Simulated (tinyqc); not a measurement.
Blur against noise: chemically amplified photoresist: aerial image, acid generation, bake, development and line width. Computed by tinyqc, a small Python program. Command: `OMP_NUM_THREADS=1 python tinyqc.py 3026369 3026370 out.jsonl resist walk`. One thread of a shared host (Intel(R) Xeon(R) Processor @ 2.30GHz), about 0.02 s of CPU time with the checks.

Lines and spaces of pitch p with a two-beam-like image; x = 0 is the middle of the bright space. The resist is positive and treated as uniform in depth.

Inputs (values chosen for the exercise, for a model resist at 13.5 nm):
```
quantity,value,unit
pitch p,35,nm
image contrast c,0.8,-
mean dose E,8.11,mJ/cm^2
Dill parameter C,0.028,cm^2/mJ
bake time t,45,s
photon energy,91.84,eV
absorption coefficient alpha,4.9,1/um
```

Method:
- Dose E(x) = E [1 + c cos(2 pi x/p)]; acid h = 1 - exp(-C E(x)).
- Bake: the acid image is blurred by a Gaussian of variance sigma^2 = 2 D t (each Fourier term k of h, taken on 64 points, is multiplied by exp(-4 pi^2 k^2 D t/p^2)).
- For each sigma the edge is held at x = p/4; N is taken at the mean dose; edge noise = (dh/d ln E)/(sqrt(N V) |dh/dx|), both derivatives taken of the blurred acid, V = (2 sqrt(pi) sigma)^3, N = E alpha/(photon energy), 1 mJ/cm^2 = 62.41509 eV/nm^2.

Trade-off:
```
sigma/p,sigma (nm),blur factor,photons in V,edge noise (nm)
0.02,0.70,0.99214,4.1265e-01,10.901
0.04,1.40,0.96891,3.3012e+00,3.921
0.07,2.45,0.90781,1.7692e+01,1.782
0.10,3.50,0.82087,5.1581e+01,1.136
0.14,4.90,0.67917,1.4154e+02,0.815
0.18,6.30,0.52753,3.0082e+02,0.713
0.22,7.70,0.38467,5.4924e+02,0.721
0.27,9.45,0.23717,1.0153e+03,0.858
0.33,11.55,0.11653,1.8537e+03,1.293
```

What does the comparison show, and why?

The noise is least near sigma/p = 0.18 among these rows. More diffusion averages over more photons (noise falls as sigma^(-3/2)) until it erases the image slope (factor exp(-2 pi^2 sigma^2/p^2)); for a pure cosine the two balance at sigma/p = sqrt(3/8)/pi = 0.195. Caution: for a film thinner than the blur the noise falls as 1/sigma only, and the optimum moves to sigma/p = 1/(2 pi) = 0.159. Caution: rows with under about ten photons in V are beyond a Gaussian noise estimate.

Extremes, crossings and ranges named in words are read from the listed rows.
